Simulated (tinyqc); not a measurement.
Inside a calculation. Model: ferroelectric with a first-order transition, Landau-Devonshire energy.

Computed by the program tinyqc: `OMP_NUM_THREADS=1 python tinyqc.py 2860114 2860115 out.jsonl`, one thread of a shared Intel Xeon 2.30GHz, about 0.01 s for the whole run. Printed values are rounded.

One domain with free energy u = al P^2 + be P^4 + ga P^6 - E P, al = a0 (T - T0), be < 0 < ga (P in uC/cm^2, E in kV/cm, u in mJ/cm^3). Equilibrium: E = 2 al P + 4 be P^3 + 6 ga P^5; a state is stable against small changes where dE/dP > 0. The coercive field is that of uniform switching, which real films, switching by domains, do not reach.

Values chosen for this exercise:
```
symbol    value          unit                             meaning
a0        0.014  kV cm/(uC K)  slope of the quadratic coefficient
T0          450             K             Curie-Weiss temperature
be      -0.0021  kV cm^5/uC^3                 quartic coefficient
ga       4.1e-6  kV cm^9/uC^5             sixth-order coefficient
T           445             K                         temperature
Ea         -9.5         kV/cm                       applied field
```

Constants: eps0 = 8.8541878128e-14 F/cm where lengths are in cm. Results are converted to the units shown.

## Spontaneous polarisation, coercive field and susceptibility

Ps^2 = [-be + sqrt(be^2 - 3 al ga)]/(3 ga); Pc^2 = [-3 be + sqrt(9 be^2 - 15 al ga)]/(15 ga), Ec = -E(Pc); susceptibility chi = 1/(eps0 dE/dP).

al = -0.07 kV cm/uC
Ps = 18.9047 uC/cm^2
u(Ps) at E = 0 = -106.086 mJ/cm^3
Pc = 14.5014 uC/cm^2
Ec = 11.8705 kV/cm
chi at Ps = 1720.58

## Transition temperatures

TC = T0 + be^2/(4 a0 ga), where u(Ps) = u(0); T1 = T0 + be^2/(3 a0 ga), where the polar minimum disappears. At TC the polarisation jumps from sqrt(-be/(2 ga)) to zero, with latent heat TC a0 Ps^2.

TC = 469.207 K
T1 = 475.610 K
jump of P = 16.0030 uC/cm^2
latent heat = 1.68228 J/cm^3

Thermal hysteresis can span T0 to T1, 25.6 K.

## Iteration 1: polarisation on the upper branch by Newton steps

P at the start = 22.7 uC/cm^2

f = 2 al P + 4 be P^3 + 6 ga P^5 - Ea, f' = 2 al + 12 be P^2 + 30 ga P^4, P(new) = P - f/f'.

f = 56.3403 kV/cm
f' = 19.5341 kV cm/uC
P after iteration 1 = 19.8158 uC/cm^2

## Iteration 2: polarisation on the upper branch by Newton steps

As before.

f = 16.5266 kV/cm
f' = 8.92976 kV cm/uC
P after iteration 2 = 17.9651 uC/cm^2

## Course of the iteration: polarisation on the upper branch by Newton steps

Stop when P changes by less than 1e-10 uC/cm^2, or after 40 iterations. The rule counts as met only at the stable state of positive P.

Course of the iteration:
```
iteration  P (uC/cm^2)  |change| (uC/cm^2)
1              19.8158                2.88
2              17.9651                1.85
3              17.0145               0.951
4              16.7288               0.286
5              16.7032              0.0256
6              16.7030             1.98e-4
7              16.7030             1.19e-8
8              16.7030                   0
```

Converged in 8 iterations. At the end the number of correct digits about doubles with each step. There chi = 4700, and the state is metastable, since the field opposes P.
